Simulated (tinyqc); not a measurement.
# MOS inversion layer, Poisson-Schroedinger loop, step by step

Numbers from tinyqc (`OMP_NUM_THREADS=1 python tinyqc.py 2160049 2160050 out.jsonl`; about 0.9 s on one thread of a shared Intel Xeon 2.30GHz). Printed values are rounded.

Electrons confined at an insulator interface at z = 0, treated as a hard wall; parabolic valleys, Hartree approximation, no image or exchange terms. The depletion charge lies far deeper than the electrons and gives a uniform field q Nd/(eps0 eps_r); the gate balances all charge. Energies are counted from the band edge at the interface.

Inputs (values chosen for the exercise); masses and permittivity close to those of germanium (111):

| symbol | value | unit | meaning |
|---|---|---|---|
| T | 300 | K | temperature |
| eps_r | 15.9 |  | relative permittivity |
| mz1 | 1.57 | m0 | mass along z of valley set A (1 valley(s)) |
| md1 | 0.0834 | m0 | in-plane density-of-states mass of set A |
| mz2 | 0.0937 | m0 | mass along z of valley set B (3 valley(s)) |
| md2 | 0.343 | m0 | in-plane density-of-states mass of set B |
| Ns | 1.7e12 | cm^-2 | sheet density of electrons |
| Nd | 2.3e12 | cm^-2 | sheet density of depletion charge |
| dE | 0 | eV | extra shift of set B (strain) |
| hz | 1.1 | nm | mesh step |
| a | 0.5 |  | mixing factor |

Constants: q = 1.602176634e-19 C, kB = 1.380649e-23 J/K, hbar = 1.054571817e-34 J s, m0 = 9.1093837015e-31 kg, Vt = kB T/q, eps0 = 8.8541878128e-14 F/cm where lengths are in cm, hbar^2/(2 m0) = 0.0380998212 eV nm^2. Results are converted to the units shown.

## Fixed part of the potential

z, node 1 to 15 (nm): 1.1  2.2  3.3  4.4  5.5  6.6  7.7  8.8  9.9  11  12.1  13.2  14.3  15.4  16.5

V0 = q Nd z/(eps0 eps_r) in eV.

fixed potential V0, node 1 to 15 (eV): 0.028793  0.057586  0.086379  0.115172  0.143964  0.172757  0.201550  0.230343  0.259136  0.287929  0.316722  0.345515  0.374307  0.403100  0.431893

## Round 1: levels and probability densities

self-consistent potential U at the start, node 1 to 15 (eV): 0  0  0  0  0  0  0  0  0  0  0  0  0  0  0

Tridiagonal Hamiltonian with psi = 0 one step beyond both ends: H_ii = C (1/m_(i-1/2) + 1/m_(i+1/2))/hz^2 + V0_i + U_i (+ dE for the set B), H_(i,i+1) = -C/(m_(i+1/2) hz^2), C = hbar^2/(2 m0). The lowest 2 level(s) of each valley set are kept, normalised to hz sum |psi|^2 = 1. The mass is the same on all intervals.

levels (eV): A1 0.057187, A2 0.095641, B1 0.151546, B2 0.263363

```
node	|psi|^2 of A1 (1/nm)	|psi|^2 of A2 (1/nm)	|psi|^2 of B1 (1/nm)	|psi|^2 of B2 (1/nm)
1	0.661034	0.213826	0.071948	0.067481
2	0.225633	0.380026	0.192267	0.114388
3	0.021439	0.276258	0.236323	0.043911
4	0.000958	0.036861	0.193166	0.000869
5	0.000025	0.002056	0.119239	0.065282
6	0.000000	0.000063	0.059206	0.152685
7	0.000000	0.000001	0.024553	0.176937
8	0.000000	0.000000	0.008720	0.139245
9	0.000000	0.000000	0.002700	0.083524
10	0.000000	0.000000	0.000739	0.040489
11	0.000000	0.000000	0.000181	0.016420
12	0.000000	0.000000	0.000040	0.005687
13	0.000000	0.000000	0.000008	0.001690
14	0.000000	0.000000	0.000001	0.000416
15	0.000000	0.000000	0.000000	0.000066
```

## Round 1: Fermi level and occupations

Level k holds N_k = D_k Vt ln(1 + exp((EF - E_k)/Vt)) with D = md1 m0 q/(pi hbar^2) for the set A, D = 3 md2 m0 q/(pi hbar^2) for the set B per eV (spin included); EF is fixed by sum N_k = Ns.

EF = 0.0714149 eV
N_k (cm^-2): A1 9.05806e11, A2 2.97724e11, B1 4.89846e11, B2 6.62345e9

## Round 1: density, output potential and mixing

n_i = sum_k N_k |psi_k|^2 (converted to cm^-3). Hartree part by Gauss: on the interval before node i the electrons still beyond are S_i = Ns - hz sum_(j<i) n_j, and U_i = U_(i-1) + q S_i hz/(eps0 eps_r) in eV, U_0 = 0 at the interface. Mixing: U(new) = U + a (U(out) - U).

```
node	n (1e18 cm^-3)	U(out) (eV)	U after round 1 (eV)
1	6.98120	0.0212817	0.0106408
2	4.12462	0.0329499	0.0164750
3	2.17721	0.0389383	0.0194692
4	1.06470	0.0419286	0.0209643
5	0.59476	0.0434527	0.0217264
6	0.30032	0.0441579	0.0220789
7	0.13199	0.0444494	0.0222247
8	0.05194	0.0445592	0.0222796
9	0.01876	0.0445975	0.0222987
10	0.00630	0.0446099	0.0223050
11	0.00197	0.0446137	0.0223069
12	0.00057	0.0446148	0.0223074
13	0.00015	0.0446150	0.0223075
14	0.00003	0.0446151	0.0223075
15	0.00001	0.0446151	0.0223075
```

## Course of the self-consistent loop

Start from U = 0. Stop when the largest |U(out) - U| is below 1e-7 eV, or after 120 rounds.

Course of the iteration:
```
round	level A1 (eV)	EF (eV)	largest |U(out) - U| (eV)
1	0.0571870	0.0714149	0.0446
2	0.0693174	0.0867672	0.0193
3	0.0751490	0.0938041	8.55e-3
4	0.0780055	0.0971251	3.87e-3
5	0.0794146	0.0987155	1.78e-3
6	0.0801123	0.0994843	8.34e-4
7	0.0804584	0.0998585	3.97e-4
8	0.0806304	0.100042	1.92e-4
9	0.0807160	0.100132	9.44e-5
10	0.0807587	0.100176	4.65e-5
11	0.0807799	0.100198	2.30e-5
12	0.0807905	0.100209	1.14e-5
13	0.0807958	0.100214	5.63e-6
14	0.0807984	0.100217	2.79e-6
15	0.0807997	0.100218	1.39e-6
16	0.0808004	0.100219	6.90e-7
17	0.0808007	0.100219	3.43e-7
18	0.0808009	0.100219	1.71e-7
19	0.0808010	0.100219	8.51e-8
```

Converged in 19 rounds. Towards the end the residual shrinks by a factor of about 0.50 a round.

## Converged levels, occupations and centroid

converged U, node 1 to 15 (eV): 0.0212816  0.0311394  0.0356912  0.0379084  0.0390198  0.0395219  0.0397249  0.0397998  0.0398255  0.0398337  0.0398362  0.0398369  0.0398370  0.0398371  0.0398371

Solve for the levels with V0 + U, find EF, n_i = sum_k N_k |psi_k|^2 (in cm^-3); share of each level N_k/Ns; centroid sum n z/sum n.

levels (eV): A1 0.080801, A2 0.126310, B1 0.186316, B2 0.300369
EF = 0.100219 eV
shares (%): A1 60.2718, A2 16.4653, B1 22.9792, B2 0.2837
n, node 1 to 15 (in units of 1e18 cm^-3): 8.29595  3.85313  1.69532  0.80307  0.44247  0.21723  0.09297  0.03576  0.01268  0.00419  0.00130  0.00037  0.00010  0.00002  0.00000
centroid = 2.05909 nm

An 800-node mesh to 29 nm with 8 levels a set gives A1 = 0.08206 eV, EF = 0.1015 eV and a centroid of 2.158 nm; the levels kept above hold 95.8 % of the electrons there. The coarse centroid is 4.6 % below the fine one.

## Closed-form estimates

Triangular well: E_k = a_k (C F^2/mz)^(1/3), a_1 = 2.338107, a_2 = 4.087949, C = hbar^2/(2 m0), F in eV/nm. Fang-Howard (all electrons in the lowest level of set A): b^3 = 6 (mz1/C) q (Nd + 11 Ns/32)/(eps0 eps_r), centroid 3/b, level C b^2/(4 mz1) + (3/b) q (Nd + 11 Ns/16)/(eps0 eps_r). Use F = q (Nd + Ns)/(eps0 eps_r), the surface field, and F = q (Nd + Ns/2)/(eps0 eps_r).

A1 with the surface field = 0.0863022 eV
A1 with Nd + Ns/2 = 0.0735962 eV
A2 with Nd + Ns/2 = 0.128676 eV
b = 2.00962 1/nm
Fang-Howard centroid = 1.49282 nm
Fang-Howard level = 0.0834325 eV

Against the self-consistent A1 = 0.08206 eV on a fine mesh, the surface-field estimate is 5.2 % above it, the half-charge one 10 % below it and Fang-Howard 1.7 % above it. A1 holds 60.3 % of the electrons, and the Fang-Howard centroid is 31 % below the full one.
